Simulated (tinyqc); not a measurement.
Worked calculation: delta-doped layer in the Thomas-Fermi potential. Values are carried at full precision from step to step, so a last printed digit may differ when a step is redone from the rounded ones.

All donors ionised in the plane z = 0, zero temperature, energies from the Fermi level EF of the Thomas-Fermi model, which lies at the bulk band edge; c = hbar^2/2m0, q = e^2/(4 pi eps0). gv = 1 equivalent valley, m_d = sqrt(m3^3/mz) in the plane. With n = (gv/3 pi^2)(m3 (-V)/c)^(3/2) and V'' = -(4 pi q/eps) n for z > 0, the solution is V = -b/(|z| + z0)^4 with sqrt(b) = 20/K, K = (4 pi q/eps)(gv/3 pi^2)(m3/c)^(3/2), and z0^5 = 4b/(e F0), e F0 = 2 pi q N/eps; 1e13/cm^2 = 1e-3/angstrom^2. Exchange and correlation are left out.

Constants: hbar^2/2m0 = 3.80998211 eV angstrom^2; e^2/(4 pi eps0) = 14.39964547 eV angstrom.

Values chosen for the exercise (near those of a delta-doped layer in GaAs; shifted at random, so the results belong to these values and not to a real crystal): m3 = 0.069 m0 (density-of-states mass of a valley); mz = 0.069 m0 (mass along z); eps = 12.9 (dielectric constant); N = 0.13 x 1e13/cm^2 (donor sheet density).

## The Thomas-Fermi well

Give K, b, e F0, z0 and the depth b/z0^4.

K = 0.0011546 eV^(-1/2) angstrom^-2
b = 3.0004e+08 eV angstrom^4
e F0 = 0.00091177 eV/angstrom
z0 = 265.38 angstrom
depth = 0.0605 eV

Half of the electrons lie within |z| < (2^(1/5) - 1) z0 = 39.5 angstrom. The mean donor spacing in the plane is 87.7 angstrom, against a Bohr radius 0.529177 eps/m3 = 98.9 angstrom: the spacing is not small against it, so the smeared sheet is a crude model.

## Profile

V = -b/(|z| + z0)^4, n and the share of electrons beyond |z|, (z0/(|z| + z0))^5, at z = 0, 0.1, 0.25, 0.5, 1 and 2 times z0; n = (eps/(4 pi q)) 20 b/(|z| + z0)^6, q = e^2/(4 pi eps0), 1/angstrom^3 = 1e24/cm^3.

Profile:
```
z (angstrom)   V (eV)  n (1e19/cm^3)  share beyond
0.0           -0.0605          0.122         1.000
26.5          -0.0413         0.0691         0.621
66.3          -0.0248         0.0321         0.328
132.7         -0.0119         0.0108         0.132
265.4         -0.0038        0.00191         0.031
530.8         -0.0007       0.000168         0.004
```

## Subbands

Subbands solve -(c/m_z) psi'' + V psi = E psi on 1280 points of spacing z0/80; up to ten levels for each group, kept if bound with an rms width below 2.5 z0.

List the bound levels with their rms width.

Subbands:
```
label  valleys g  m_d (m0)   E (eV)  rms z (angstrom)
0              1    0.0690  -0.0326              46.8
1              1    0.0690  -0.0094             130.7
2              1    0.0690  -0.0030             250.0
3              1    0.0690  -0.0005             542.9
```

The lowest level lies 46 % of the way up the well, and 1 follows 23 meV higher.

## Filling the subbands

At zero temperature n_i = g m_d (mu - E_i)/(2 pi c) for E_i < mu, c = hbar^2/2m0; find mu from sum n_i = N (1e13/cm^2 = 1e-3/angstrom^2).

mu = -0.0001 eV

n_i in the order of the list (1e13/cm^2): [0.094, 0.027, 0.008, 0.001]

4 subbands filled in part, the lowest with 72 % of the electrons. The potential was built for a Fermi level at 0; filling its quantised levels puts mu 0.2 % of the depth below that, which shows how nearly the two pictures agree.

## Estimate from a V-shaped well

Near z = 0 the well is -depth + e F0 |z|, whose levels are a (c (e F0)^2/m_z)^(1/3) with a = 1.018793 (even) and 2.338107 (odd); c = hbar^2/2m0, m_z = mz.

levels 0 and 1 (eV): [-0.0240, 0.0232]

Level 0 comes out 9 meV too high, since screening flattens the true well away from the plane, and level 1 lands above the rim at 0.

## Checks

- Integral of the Thomas-Fermi density against N, 1e13/cm^2: both 0.1300.
- Lowest level on a finer grid (z0/200), eV: both -0.033.

tinyqc: `OMP_NUM_THREADS=1 python tinyqc.py 1252064 1252065 out.jsonl`; about 0.05 s, one thread, shared Intel(R) Xeon(R) Processor @ 2.30GHz.
